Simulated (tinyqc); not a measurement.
A ladder of methods, and size consistency: correlation methods against full CI in the sto-6g basis, for H2, spin multiplicity 1. Computed by the program tinyqc with PySCF. 

Geometry (angstrom):
```
atom,x,y,z
H,0.0000,0.0000,0.0000
H,0.0000,0.0000,0.7450
```

RHF energy of one = -1.125072 hartree

All electrons correlated; +Q is the Davidson correction (1 - c0^2) E_corr. The last columns treat two copies 100 angstrom apart as one system. FCI is the lowest singlet.

Correlation energies (hartree):
```
method,E_corr of one,share of FCI (%),E_corr of two at 100 angstrom,two minus twice one (mhartree)
MP2,-0.013285,63.9084,-0.026571,0.0000
CISD,-0.020788,100.0000,-0.041053,0.5234
CISD+Q,-0.021057,101.2909,-0.042074,0.0392
CCSD,-0.020788,100.0000,-0.041576,0.0000
CCSD(T),-0.020788,100.0000,-0.041576,0.0000
FCI,-0.020788,100.0000,-,-
```

MP2 recovers 64 %, CISD 100.0 % and CCSD 100.0 % of the FCI value (c0^2 = 0.987 in CISD). MP2 and coupled cluster are size consistent, so their last column vanishes; CISD loses 0.52 mhartree, since a double excitation on each copy is a quadruple of the pair, and the Davidson correction leaves +0.04. With two electrons, or one virtual orbital, CISD and CCSD are exact for one copy, so +Q overshoots there.
